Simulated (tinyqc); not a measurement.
From results back to parameters: conductance of a narrow metal strip with scatterers (square lattice, Green functions). Three cases, with inputs chosen for the exercise.

Problem. Boundaries with reflection R, a distance dg apart, add incoherently to the scattering in a one-dimensional channel: rho/rho0 = 1 + (lam/dg) R/(1 - R). The ratio comes from a hidden R.

Find: R; effective mean free path lam rho0/rho.

Method. y = (rho/rho0 - 1) dg/lam = R/(1 - R), so R = y/(1 + y).

Case 1.

Values chosen (out of a larger set: hopping and spacing of the size met in Cu or Al; the lattice is a model; not measured data): lam = 43 nm (bulk mean free path); dg = 17 nm (distance between boundaries).

rho/rho0 = 1.51807

Solution.

R = 0.170
effective mean free path lam rho0/rho = 28.33 nm

Case 2.

Values chosen (out of a larger set: hopping and spacing of the size met in Cu or Al; the lattice is a model; not measured data): lam = 22 nm (bulk mean free path); dg = 24 nm (distance between boundaries).

rho/rho0 = 1.45149

Solution.

R = 0.330
effective mean free path lam rho0/rho = 15.16 nm

Case 3.

Values chosen (out of a larger set: hopping and spacing of the size met in Cu or Al; the lattice is a model; not measured data): lam = 22 nm (bulk mean free path); dg = 58 nm (distance between boundaries).

rho/rho0 = 1.13327

Solution.

R = 0.260
effective mean free path lam rho0/rho = 19.41 nm

Computed by tinyqc, one run a case: `OMP_NUM_THREADS=1 python tinyqc.py N N+1 out.jsonl` with N = 1451259, 1451339, 1451367; one thread of a shared Intel(R) Xeon(R) Processor @ 2.30GHz, about 0.01 s a run at most.
